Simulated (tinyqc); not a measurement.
Kramers turnover: harmonic transition-state theory with quantum, tunnelling and friction corrections. Computed by tinyqc, a small Python program. Command: `OMP_NUM_THREADS=1 python tinyqc.py 3011157 3011158 out.jsonl rates walk`. One thread of a shared host (Intel(R) Xeon(R) Processor @ 2.30GHz), about 0.01 s of CPU time with the checks.

One atom hops between equivalent sites; three modes at the minimum and two real modes at the saddle are treated as harmonic, the rest of the crystal as unchanged; melting is ignored, so hot rows may lie above the melting point.

Inputs (values chosen for the exercise, modelled on interstitial carbon in iron): barrier E_b = 0.824 eV; imaginary frequency at the saddle nu_b = 8.64 THz; temperature T = 903 K.

Lattice of sites: three-dimensional. Correction studied: friction.

Constants: k_B = 8.617333262e-05 eV/K.

Method. Kramers: spatial-diffusion factor kappa_s = sqrt(1 + y^2) - y with y = gamma/(2 omega_b); weak-friction (energy-diffusion) estimate kappa_e = Delta/2 with Delta = (16/3)(gamma/omega_b) E_b/(k_B T), the energy lost in one round trip of a well at the barrier energy of a symmetric quartic double well, over k_B T (half of the escaping atoms fall back); bridge 1/kappa = 1/kappa_s + 1/kappa_e. omega_b = 2 pi nu_b; rate with friction = kappa k_cl.

Transmission:

| gamma/omega_b | kappa_s | kappa_e | kappa |
|---|---|---|---|
| 0.001 | 0.99950 | 2.8238e-02 | 0.02746 |
| 0.003 | 0.99850 | 8.4714e-02 | 0.07809 |
| 0.01 | 0.99501 | 2.8238e-01 | 0.21996 |
| 0.03 | 0.98511 | 8.4714e-01 | 0.45547 |
| 0.1 | 0.95125 | 2.8238e+00 | 0.71155 |
| 0.3 | 0.86119 | 8.4714e+00 | 0.78172 |
| 1 | 0.61803 | 2.8238e+01 | 0.60480 |
| 3 | 0.30278 | 8.4714e+01 | 0.30170 |
| 10 | 0.09902 | 2.8238e+02 | 0.09898 |
| 30 | 0.03330 | 8.4714e+02 | 0.03330 |

What follows from these numbers?

kappa peaks at 0.78 near gamma/omega_b = 0.3 among these rows. Below, too little energy reaches the atom and the rate grows with friction; above, recrossings cut it, as omega_b/gamma in the end (0.0333 against 0.0333). Transition-state theory, kappa = 1, is the upper bound. Caution: the simple bridge underestimates kappa near the turnover by some ten per cent and can shift the peak to higher friction; long jumps on a lattice are ignored.

Extremes, crossings and ranges named in words are read from the listed rows.
